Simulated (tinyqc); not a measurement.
Worked calculation: coupled-perturbed Hartree-Fock on RHF in the sto-3g basis, for H3+, spin multiplicity 1. One step of it, computed by the program tinyqc.

Task: Iteration 5 (converged): orbitals. Diagonalise F' = X^T F X, C = X C', fill 1 alpha and 1 beta electrons from the bottom; D = 2 C_occ C_occ^T. Each column has its largest component positive (the first on a tie).

converged F (hartree):
```
           1H 1s      2H 1s      3H 1s
1H 1s  -0.757377  -0.676634  -0.614615
2H 1s  -0.676634  -0.617937  -0.390404
3H 1s  -0.614615  -0.390404  -0.587847
```

X:
```
           1H 1s      2H 1s      3H 1s
1H 1s   1.200980  -0.294248  -0.249049
2H 1s  -0.294248   1.118949  -0.033584
3H 1s  -0.249049  -0.033584   1.090166
```

Give: F' = X^T F X; orbital energies; coefficients C; D after iteration 5.

Result:

F' = X^T F X (hartree):
```
         1        2        3
1  -0.3937  -0.4170  -0.3631
2  -0.4170  -0.3772  -0.1135
3  -0.3631  -0.1135  -0.3953
```

orbital energies (hartree): MO1 -1.0014, MO2 -0.2753, MO3 0.1105

coefficients C:
```
          MO1      MO2      MO3
1H 1s  0.5231  -0.0570   1.1463
2H 1s  0.3907  -0.7363  -0.8031
3H 1s  0.3642   0.8625  -0.6125
```

D after iteration 5:
```
        1H 1s   2H 1s   3H 1s
1H 1s  0.5473  0.4087  0.3810
2H 1s  0.4087  0.3052  0.2846
3H 1s  0.3810  0.2846  0.2653
```
